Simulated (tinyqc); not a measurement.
# Ferroelectric with a first-order transition, Landau-Devonshire energy: the upper branch of the loop

One domain with free energy u = al P^2 + be P^4 + ga P^6 - E P, al = a0 (T - T0), be < 0 < ga (P in uC/cm^2, E in kV/cm, u in mJ/cm^3). Equilibrium: E = 2 al P + 4 be P^3 + 6 ga P^5; a state is stable against small changes where dE/dP > 0. The coercive field is that of uniform switching, which real films, switching by domains, do not reach.

Ps^2 = [-be + sqrt(be^2 - 3 al ga)]/(3 ga); Pc^2 = [-3 be + sqrt(9 be^2 - 15 al ga)]/(15 ga), Ec = -E(Pc); susceptibility chi = 1/(eps0 dE/dP). P is the largest root of E(P) = Ea.

Values chosen for this exercise: slope of the quadratic coefficient a0 = 0.021 kV cm/(uC K); Curie-Weiss temperature T0 = 600 K; quartic coefficient be = -0.00069 kV cm^5/uC^3; sixth-order coefficient ga = 4.4e-7 kV cm^9/uC^5; temperature T = 595 K.

Constants: eps0 = 8.8541878128e-14 F/cm where lengths are in cm. Results are converted to the units shown.

The upper branch of the loop:
```
Ea (kV/cm)  P (uC/cm^2)  u (mJ/cm^3)     chi
-22              27.141       321.22   13239
-20              28.630       265.26  6033.8
-16              30.213       147.29  3495.4
-9.1             31.897      -67.418  2245.5
0                33.417      -364.98  1612.5
11               34.787      -740.43  1241.0
23               35.973      -1165.2  1010.2
45               37.683      -1976.3  770.96
91               40.275      -3773.0  535.49
```

P rises from 27.1 to 40.3 uC/cm^2, and chi falls from 13200 to 535. The branch ends at -Ec = -22.7 kV/cm, P = 25.5 uC/cm^2, where dE/dP vanishes and chi diverges; there P still has 76 % of Ps.

Computed by the program tinyqc: `OMP_NUM_THREADS=1 python tinyqc.py 2860102 2860103 out.jsonl`, one thread of a shared Intel Xeon 2.30GHz, about 0.01 s for the whole run.
